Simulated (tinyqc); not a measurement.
Thermal RC ladder, step response: one step of the calculation.

A ladder of 2 nodes: R_i joins node i to node i + 1, the last R to the ambient; C_i is the heat capacity of node i; theta is the rise above ambient, zero at t = 0. d theta/dt = -A theta + b with b = (Pw/C_1, 0, ...), times in ms.

Task. One time step. Implicit Euler: (1 + dt A) theta(new) = theta + dt b.

Values chosen for this exercise:
```
symbol        value  unit                       meaning
C       [0.62, 1.7]  mJ/K  heat capacities of the nodes
Pw              6.1     W    power at node 1 from t = 0
dt             0.37    ms                     time step
```

A (1/ms):
```
	node 1	node 2
node 1	5.5617353	-5.5617353
node 2	-2.0283976	5.2963714
```

theta after step 1 (K): node 1 1.4354491, node 2 0.3639998

Give: theta after step 2.

Result.

theta after step 2 (K): node 1 2.101, node 2 0.656

tinyqc, about 0.01 s, one thread, Intel Xeon 2.30GHz (shared host): `OMP_NUM_THREADS=1 python tinyqc.py 2520103 2520104 out.jsonl`
